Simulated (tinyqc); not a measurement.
One rectangular barrier with mass mismatch, transfer matrices: one step of the calculation.

One electron of energy E comes from the left lead (band edge 0); no transverse momentum. Parabolic bands, masses in units of m0, C = hbar^2/(2 m0); psi and psi'/m are continuous at every interface. The right lead equals the left one.

Problem. Transmission and reflection. The matrix M carries (psi, psi'/m) across the stack, and v = k/m in each lead. psi = 1 + r at the left edge (incident amplitude 1) and t at the right edge. With det M = 1, a = i vR M11 - M21 and b = -vL vR M12 - i vL M22: t = 2 i vL/(a - b), r = -(a + b)/(a - b), T(E) = (vR/vL) |t|^2, R(E) = |r|^2.

M of layer 1:
```
           1           2
1  1.1854962  0.13942846
2  2.9075931   1.1854962
```

vL = 17.197590 1/nm
vR = 17.197590 1/nm

Give: t; r; T(E); R(E).

Solution.

t = 0.44782+0.42096i
r = 0.54028-0.57476i
T(E) = 0.37775
R(E) = 0.62225

T(E) + R(E) = 1: the current is conserved.

Range of the model: Masses are held fixed, although real bands cease to be parabolic a few tenths of an eV from their edges (inside a barrier too).

Computed by the program tinyqc: `OMP_NUM_THREADS=1 python tinyqc.py 2560007 2560008 out.jsonl`, one thread of a shared Intel Xeon 2.30GHz, about 0.01 s for the whole run.
